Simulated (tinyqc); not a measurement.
Via and link resistance from two via chains.

Question. A chain of 1000 vias joined by 1000 metal links has R = 1000 (Rv + Rlink), with Rlink proportional to the link length. Find Rv, Rlink for length L, and the value of Rv that the short chain would give if the links were ignored.

resistance of chains of 1000 links with link lengths L and 3 L (ohm): [56000, 86000]

Solution. R per link is a straight line in the link length; its intercept at zero length is Rv.

Rv = 41.00 ohm
Rlink = 15.00 ohm
Rv without correction = 56.00 ohm

Numbers from tinyqc (`OMP_NUM_THREADS=1 python tinyqc.py 2750071 2750072 out.jsonl`; about 0.01 s on one thread of a shared Intel Xeon 2.30GHz).
